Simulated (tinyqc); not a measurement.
# One-sided p+-n junction, ionisation integral and breakdown: effects of single changes

A p+ layer at x < 0 and an n drift layer from x = 0. Depletion approximation, built-in voltage neglected. Local ionisation coefficients alpha_n = an exp(-(bn/E)^mx), alpha_p = ap exp(-(bp/E)^mx). Electrons move towards +x, holes towards x = 0.

Values chosen for this exercise; material values close to those of gallium nitride: relative permittivity eps_r = 9.59; prefactor of the electron ionisation coefficient an = 2.97e8 1/cm; field constant for electrons bn = 3.59e7 V/cm; prefactor of the hole ionisation coefficient ap = 1.35e8 1/cm; field constant for holes bp = 2.11e7 V/cm; exponent mx = 1; electron mobility of the drift layer mu = 935 cm^2/(V s); donor density of the drift layer N = 1.4e17 cm^-3.

Constants: q = 1.602176634e-19 C, eps0 = 8.8541878128e-14 F/cm where lengths are in cm. Results are converted to the units shown.

Each table varies one quantity; the others keep the values above.

## Multiplication against voltage

W = sqrt(2 eps0 eps_r V/(q N)), peak field E0 = q N W/(eps0 eps_r), falling linearly to 0 at W. G(x) = integral from 0 to x of (alpha_n - alpha_p); I_n = integral of alpha_n exp(-G) (electrons injected at x = 0), I_p = integral of alpha_p exp(G(end) - G) (holes injected at the far edge); M = 1/(1 - I). Integrals on a fine grid; BV is where I_n = 1. Here BV = 221.515 V; the Miller exponent is n = ln(1 - 1/M)/ln(V/BV).

Multiplication against voltage:

| V (V) | E0 (kV/cm) | I_n | I_p | M_n | M_p | Miller n, electrons | Miller n, holes |
|---|---|---|---|---|---|---|---|
| 88.6 | 2.16e3 | 8.36e-5 | 0.0539 | 1.00 | 1.06 | 10.2 | 3.19 |
| 111 | 2.42e3 | 6.40e-4 | 0.175 | 1.00 | 1.21 | 10.6 | 2.52 |
| 133 | 2.65e3 | 0.00308 | 0.384 | 1.00 | 1.62 | 11.3 | 1.88 |
| 155 | 2.86e3 | 0.0121 | 0.633 | 1.01 | 2.73 | 12.4 | 1.28 |
| 177 | 3.06e3 | 0.0450 | 0.840 | 1.05 | 6.26 | 13.8 | 0.775 |
| 191 | 3.18e3 | 0.108 | 0.925 | 1.12 | 13.3 | 15.0 | 0.527 |
| 204 | 3.28e3 | 0.262 | 0.971 | 1.35 | 34.8 | 16.3 | 0.354 |
| 213 | 3.35e3 | 0.508 | 0.990 | 2.03 | 97.0 | 17.3 | 0.264 |
| 218 | 3.39e3 | 0.751 | 0.996 | 4.02 | 279 | 17.9 | 0.225 |

Read the table: what changes, and by how much?

M_n rises from 1.000 to 4.02 and M_p from 1.057 to 279; both diverge at BV. The Miller exponent for electrons rises from 10.2 to 17.9 and that for holes falls from 3.19 to 0.225, so one exponent describes neither over the whole range. The larger multiplication belongs to holes, whose coefficient at the peak field of the last row is 35.6 times the other.

## Effect of the drift doping

Same model as above.

Specific on-resistance Ron = W/(q mu N) with constant mobility and full ionisation.

Effect of the drift doping:

| N (cm^-3) | BV (V) | E0 at BV (kV/cm) | W at BV (um) | Ron (mohm cm^2) | BV^2/Ron (MW/cm^2) | eps0 eps_r mu E0^3/4 (MW/cm^2) |
|---|---|---|---|---|---|---|
| 1.2e16 | 1.57e3 | 2.67e3 | 11.8 | 0.655 | 3.76e3 | 3.76e3 |
| 2.2e16 | 960 | 2.82e3 | 6.80 | 0.206 | 4.47e3 | 4.47e3 |
| 4.3e16 | 561 | 3.02e3 | 3.72 | 0.0577 | 5.45e3 | 5.45e3 |
| 8.3e16 | 333 | 3.23e3 | 2.06 | 0.0166 | 6.70e3 | 6.70e3 |
| 1.6e17 | 200 | 3.47e3 | 1.15 | 0.00480 | 8.31e3 | 8.31e3 |
| 3e17 | 123 | 3.73e3 | 0.660 | 0.00147 | 1.03e4 | 1.03e4 |
| 5.8e17 | 74.8 | 4.05e3 | 0.370 | 4.26e-4 | 1.31e4 | 1.31e4 |
| 1.1e18 | 46.5 | 4.39e3 | 0.212 | 1.28e-4 | 1.68e4 | 1.68e4 |

What does the table show?

BV falls from 1570 to 46.5 V while the critical field rises from 2670 to 4390 kV/cm. BV goes as N^(-0.81) between the first two rows and N^(-0.74) between the last two (a coefficient proportional to E^7 gives -0.75 without punch-through). Ron goes as BV^(2.43) over the table; the last two columns agree since BV = E0 W/2 and N = eps0 eps_r E0/(q W). For N = 5.8e17, 1.1e18 the layer is under 0.5 um wide or BV under 85 V, so dead space, tunnelling and the built-in voltage, all left out, matter.

tinyqc, about 0.05 s, one thread, Intel Xeon 2.30GHz (shared host): `OMP_NUM_THREADS=1 python tinyqc.py 2120042 2120043 out.jsonl`
